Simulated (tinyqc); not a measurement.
Inside a calculation. Method: UHF in the sto-6g basis, for BeH2, spin multiplicity 1. One step of it, computed by the program tinyqc.

Problem. Iteration 1: building the Fock matrix. J_ij = sum D_kl (ij|kl) with D = D(alpha) + D(beta), K_ij = sum D_kl (ik|jl) for each spin; F = H + J - K(s); E = tr D H + tr D J / 2 - 0.5 sum_s tr D(s) K(s) + E_nn.

D(alpha) at the start:
```
            1Be 1s     1Be 2s    1Be 2px    1Be 2py    1Be 2pz      2H 1s      3H 1s
1Be 1s    1.061463  -0.231464  -0.068385  -0.012462  -0.024473  -0.007411  -0.003200
1Be 2s   -0.231464   0.836098   0.292442   0.048091   0.102694   0.067053   0.047677
1Be 2px  -0.068385   0.292442   0.151647  -0.204219   0.036330   0.026258   0.009191
1Be 2py  -0.012462   0.048091  -0.204219   0.995905   0.004288  -0.008105   0.036946
1Be 2pz  -0.024473   0.102694   0.036330   0.004288   0.012632   0.008300   0.005840
2H 1s    -0.007411   0.067053   0.026258  -0.008105   0.008300   0.005647   0.003523
3H 1s    -0.003200   0.047677   0.009191   0.036946   0.005840   0.003523   0.003996
```

D(beta) at the start:
```
            1Be 1s     1Be 2s    1Be 2px    1Be 2py    1Be 2pz      2H 1s      3H 1s
1Be 1s    1.061463  -0.231464   0.068385  -0.012462  -0.024473  -0.007411  -0.003200
1Be 2s   -0.231464   0.836098  -0.292442   0.048091   0.102694   0.067053   0.047677
1Be 2px   0.068385  -0.292442   0.151647   0.204219  -0.036330  -0.026258  -0.009191
1Be 2py  -0.012462   0.048091   0.204219   0.995905   0.004288  -0.008105   0.036946
1Be 2pz  -0.024473   0.102694  -0.036330   0.004288   0.012632   0.008300   0.005840
2H 1s    -0.007411   0.067053  -0.026258  -0.008105   0.008300   0.005647   0.003523
3H 1s    -0.003200   0.047677  -0.009191   0.036946   0.005840   0.003523   0.003996
```

core Hamiltonian H = T + V (hartree):
```
            1Be 1s     1Be 2s    1Be 2px    1Be 2py    1Be 2pz      2H 1s      3H 1s
1Be 1s   -8.656861  -2.039205   0.000000  -0.001338  -0.002784  -0.449810  -0.388394
1Be 2s   -2.039205  -2.760293   0.000000  -0.007299  -0.023708  -1.117217  -1.032723
1Be 2px   0.000000   0.000000  -2.252763   0.000000   0.000000   0.000000   0.000000
1Be 2py  -0.001338  -0.007299   0.000000  -2.450014  -0.000624  -1.195032   1.126927
1Be 2pz  -0.002784  -0.023708   0.000000  -0.000624  -2.254396  -0.111043  -0.104766
2H 1s    -0.449810  -1.117217   0.000000  -1.195032  -0.111043  -2.095239  -0.078232
3H 1s    -0.388394  -1.032723   0.000000   1.126927  -0.104766  -0.078232  -2.034824
```

Two-electron integrals (ij|kl) in chemists' order, unique and non-zero (hartree):
```
(11|11) 2.299996    (21|11) 0.361879    (21|21) 0.071926    (22|11) 0.570332
(22|21) 0.139654    (22|22) 0.417773    (31|31) 0.015252    (32|31) 0.022555
(32|32) 0.092340    (33|11) 0.570332    (33|21) 0.139654    (33|22) 0.417773
(33|33) 0.450117    (41|41) 0.015252    (42|41) 0.022555    (42|42) 0.092340
(43|43) 0.024258    (44|11) 0.570332    (44|21) 0.139654    (44|22) 0.417773
(44|33) 0.401601    (44|44) 0.450117    (51|51) 0.015252    (52|51) 0.022555
(52|52) 0.092340    (53|53) 0.024258    (54|54) 0.024258    (55|11) 0.570332
(55|21) 0.139654    (55|22) 0.417773    (55|33) 0.401601    (55|44) 0.401601
(55|55) 0.450117    (61|11) 0.081151    (61|21) 0.015664    (61|22) 0.030293
(61|33) 0.030043    (61|41) 0.001543    (61|42) 0.002994    (61|44) 0.030786
(61|51) 0.000140    (61|52) 0.000272    (61|54) 0.000068    (61|55) 0.030049
(61|61) 0.003608    (62|11) 0.194188    (62|21) 0.048300    (62|22) 0.157191
(62|33) 0.151273    (62|41) 0.006712    (62|42) 0.039449    (62|44) 0.168881
(62|51) 0.000611    (62|52) 0.003589    (62|54) 0.001602    (62|55) 0.151419
(62|61) 0.011632    (62|62) 0.087997    (63|31) 0.004665    (63|32) 0.021213
(63|43) 0.006849    (63|53) 0.000623    (63|63) 0.008082    (64|11) 0.207804
(64|21) 0.052344    (64|22) 0.178012    (64|33) 0.167556    (64|41) 0.010849
(64|42) 0.061414    (64|44) 0.198778    (64|51) 0.000563    (64|52) 0.003657
(64|54) 0.002217    (64|55) 0.167701    (64|61) 0.013229    (64|62) 0.113397
(64|64) 0.150942    (65|11) 0.018904    (65|21) 0.004762    (65|22) 0.016194
(65|33) 0.015243    (65|41) 0.000563    (65|42) 0.003657    (65|44) 0.016837
(65|51) 0.004716    (65|52) 0.021545    (65|54) 0.006994    (65|55) 0.016502
(65|61) 0.001203    (65|62) 0.010316    (65|64) 0.012996    (65|65) 0.009265
(66|11) 0.361117    (66|21) 0.091648    (66|22) 0.332938    (66|33) 0.308938
(66|41) 0.014996    (66|42) 0.113147    (66|44) 0.380348    (66|51) 0.001364
(66|52) 0.010293    (66|54) 0.006496    (66|55) 0.309529    (66|61) 0.022840
(66|62) 0.236798    (66|64) 0.323928    (66|65) 0.029468    (66|66) 0.774999
(71|11) 0.069942    (71|21) 0.013510    (71|22) 0.026167    (71|33) 0.025951
(71|41) -0.001333   (71|42) -0.002600   (71|44) 0.026594    (71|51) 0.000121
(71|52) 0.000237    (71|54) -0.000059   (71|55) 0.025956    (71|61) 0.002819
(71|62) 0.008323    (71|64) 0.008666    (71|65) 0.000867    (71|66) 0.015577
(71|71) 0.002685    (72|11) 0.177808    (72|21) 0.044288    (72|22) 0.145399
(72|33) 0.139805    (72|41) -0.006133   (72|42) -0.036905   (72|44) 0.156448
(72|51) 0.000558    (72|52) 0.003359    (72|54) -0.001515   (72|55) 0.139943
(72|61) 0.008841    (72|62) 0.042401    (72|64) 0.043710    (72|65) 0.004901
(72|66) 0.084268    (72|71) 0.009225    (72|72) 0.077117    (73|31) 0.004139
(73|32) 0.019153    (73|43) -0.006297   (73|53) 0.000573    (73|63) 0.002995
(73|73) 0.006810    (74|11) -0.193846   (74|21) -0.048869   (74|22) -0.167515
(74|33) -0.157683   (74|41) 0.009872    (74|42) 0.057337    (74|44) -0.187040
(74|51) -0.000522   (74|52) -0.003476   (74|54) 0.002099    (74|55) -0.157822
(74|61) -0.009400   (74|62) -0.044745   (74|64) -0.044469   (74|65) -0.005094
(74|66) -0.087760   (74|71) -0.010654   (74|72) -0.100864   (74|74) 0.135853
(75|11) 0.017646    (75|21) 0.004448    (75|22) 0.015249    (75|33) 0.014354
(75|41) -0.000522   (75|42) -0.003476   (75|44) 0.015880    (75|51) 0.004186
(75|52) 0.019470    (75|54) -0.006436   (75|55) 0.015513    (75|61) 0.000936
(75|62) 0.004965    (75|64) 0.005049    (75|65) 0.003557    (75|66) 0.010079
(75|71) 0.000970    (75|72) 0.009182    (75|74) -0.011747   (75|75) 0.007880
(76|11) 0.013094    (76|21) 0.003175    (76|22) 0.009531    (76|33) 0.009338
(76|41) -0.000007   (76|42) -0.000055   (76|44) 0.009895    (76|51) 0.000077
(76|52) 0.000376    (76|54) -3.34e-06   (76|55) 0.009361    (76|61) 0.000693
(76|62) 0.003763    (76|64) 0.004364    (76|65) 0.000478    (76|66) 0.008460
(76|71) 0.000601    (76|72) 0.003550    (76|74) -0.004210   (76|75) 0.000456
(76|76) 0.000225    (77|11) 0.346103    (77|21) 0.087912    (77|22) 0.322861
(77|33) 0.299767    (77|41) -0.013912   (77|42) -0.108834   (77|44) 0.368480
(77|51) 0.001266    (77|52) 0.009907    (77|54) -0.006255   (77|55) 0.300336
(77|61) 0.017356    (77|62) 0.088768    (77|64) 0.090432    (77|65) 0.010468
(77|66) 0.178337    (77|71) 0.018886    (77|72) 0.220280    (77|74) -0.305191
(77|75) 0.027781    (77|76) 0.008460    (77|77) 0.774999
```

nuclear repulsion = 3.02164470 hartree

Give: Coulomb J; exchange K(alpha); exchange K(beta); F(alpha); F(beta); total energy of this density.

Solution.

Coulomb J (hartree):
```
         1Be 1s  1Be 2s  1Be 2px  1Be 2py  1Be 2pz   2H 1s    3H 1s
1Be 1s   6.8801  1.2731   0.0000   0.0054   0.0082  0.2835   0.2433
1Be 2s   1.2731  2.7950   0.0000   0.0271   0.0381  1.0500   0.9442
1Be 2px  0.0000  0.0000   2.7708   0.0000   0.0000  0.0000   0.0000
1Be 2py  0.0054  0.0271   0.0000   2.8567   0.0009  1.1859  -1.0748
1Be 2pz  0.0082  0.0381   0.0000   0.0009   2.7574  0.1139   0.1038
2H 1s    0.2835  1.0500   0.0000   1.1859   0.1139  2.1896   0.0648
3H 1s    0.2433  0.9442   0.0000  -1.0748   0.1038  0.0648   2.0356
```

exchange K(alpha) (hartree):
```
         1Be 1s  1Be 2s  1Be 2px  1Be 2py  1Be 2pz   2H 1s    3H 1s
1Be 1s   2.3533  0.3846   0.0086   0.0019   0.0031  0.0949   0.0809
1Be 2s   0.3846  0.4999   0.1441   0.0334   0.0528  0.2378   0.1886
1Be 2px  0.0086  0.1441   0.1798  -0.0839   0.0160  0.0215   0.0816
1Be 2py  0.0019  0.0334  -0.0839   0.5328   0.0030  0.2516  -0.1973
1Be 2pz  0.0031  0.0528   0.0160   0.0030   0.1211  0.0279   0.0225
2H 1s    0.0949  0.2378   0.0215   0.2516   0.0279  0.2682   0.0065
3H 1s    0.0809  0.1886   0.0816  -0.1973   0.0225  0.0065   0.1941
```

exchange K(beta) (hartree):
```
          1Be 1s   1Be 2s  1Be 2px  1Be 2py  1Be 2pz    2H 1s    3H 1s
1Be 1s    2.3533   0.3846  -0.0086   0.0019   0.0031   0.0949   0.0809
1Be 2s    0.3846   0.4999  -0.1441   0.0334   0.0528   0.2378   0.1886
1Be 2px  -0.0086  -0.1441   0.1798   0.0839  -0.0160  -0.0215  -0.0816
1Be 2py   0.0019   0.0334   0.0839   0.5328   0.0030   0.2516  -0.1973
1Be 2pz   0.0031   0.0528  -0.0160   0.0030   0.1211   0.0279   0.0225
2H 1s     0.0949   0.2378  -0.0215   0.2516   0.0279   0.2682   0.0065
3H 1s     0.0809   0.1886  -0.0816  -0.1973   0.0225   0.0065   0.1941
```

F(alpha) (hartree):
```
          1Be 1s   1Be 2s  1Be 2px  1Be 2py  1Be 2pz    2H 1s    3H 1s
1Be 1s   -4.1301  -1.1507  -0.0086   0.0021   0.0023  -0.2611  -0.2260
1Be 2s   -1.1507  -0.4652  -0.1441  -0.0136  -0.0385  -0.3050  -0.2771
1Be 2px  -0.0086  -0.1441   0.3382   0.0839  -0.0160  -0.0215  -0.0816
1Be 2py   0.0021  -0.0136   0.0839  -0.1261  -0.0027  -0.2607   0.2494
1Be 2pz   0.0023  -0.0385  -0.0160  -0.0027   0.3819  -0.0251  -0.0234
2H 1s    -0.2611  -0.3050  -0.0215  -0.2607  -0.0251  -0.1739  -0.0199
3H 1s    -0.2260  -0.2771  -0.0816   0.2494  -0.0234  -0.0199  -0.1933
```

F(beta) (hartree):
```
          1Be 1s   1Be 2s  1Be 2px  1Be 2py  1Be 2pz    2H 1s    3H 1s
1Be 1s   -4.1301  -1.1507   0.0086   0.0021   0.0023  -0.2611  -0.2260
1Be 2s   -1.1507  -0.4652   0.1441  -0.0136  -0.0385  -0.3050  -0.2771
1Be 2px   0.0086   0.1441   0.3382  -0.0839   0.0160   0.0215   0.0816
1Be 2py   0.0021  -0.0136  -0.0839  -0.1261  -0.0027  -0.2607   0.2494
1Be 2pz   0.0023  -0.0385   0.0160  -0.0027   0.3819  -0.0251  -0.0234
2H 1s    -0.2611  -0.3050   0.0215  -0.2607  -0.0251  -0.1739  -0.0199
3H 1s    -0.2260  -0.2771   0.0816   0.2494  -0.0234  -0.0199  -0.1933
```

total energy of this density = -14.988934 hartree
